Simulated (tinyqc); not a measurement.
Number of periods: periodic multilayer mirror for extreme ultraviolet light.

s polarisation, vacuum above. q_j = sqrt(N_j^2 - sin^2 theta); interface r_jk = (q_j - q_k)/(q_j + q_k) exp(-2 (2 pi/lam)^2 q_j q_k sg^2) (Nevot-Croce; sg = 0 if not given); phase factor of a layer x_j = exp(4 pi i q_j d_j/lam). Each period has the spacer (thickness (1 - Gm) L) on top of the absorber (Gm L). In this recursion R is the amplitude; R in tables and results is the reflectance, its squared modulus. The substrate is of the spacer material. Starting with R = 0 in it, each interface upward gives R -> (r + R x)/(1 + r R x), x that of the layer below the interface (1 for the substrate).

Inputs chosen for the exercise (optical constants near those of Mo and Si at 13.5 nm; shifted at random, so the results belong to these values and not to a real crystal): lam = 13.5 nm (wavelength); dA = (0.0792, 0.00664) (delta and beta of the absorber, N = 1 - delta + i beta); dS = (0.0008, 0.00169) (delta and beta of the spacer and the substrate); L = 6.99 nm (period); Gm = 0.44 (absorber share of the period); theta = 0 degrees (angle from the normal); sg = 0.5 nm (interface roughness).

The last column sets both beta to zero.

Reflectance:

| periods | R | R without absorption |
|---|---|---|
| 5 | 0.104 | 0.118 |
| 10 | 0.305 | 0.377 |
| 15 | 0.477 | 0.625 |
| 20 | 0.586 | 0.796 |
| 30 | 0.677 | 0.947 |
| 40 | 0.700 | 0.987 |
| 50 | 0.705 | 0.997 |
| 60 | 0.706 | 0.999 |
| 80 | 0.707 | 1.000 |
| 100 | 0.707 | 1.000 |

R reaches 0.700 at 40 periods and 0.707 at 100; it stays within 0.01 of the last value from 40 periods on. Without absorption the last value is 1.000: absorption, not the count of layers, caps the mirror, and the roughness, which weakens each reflection, lowers that cap further.

Program tinyqc; command `OMP_NUM_THREADS=1 python tinyqc.py 1680318 1680319 out.jsonl`; about 0.01 s on one thread of a shared Intel(R) Xeon(R) Processor @ 2.30GHz.
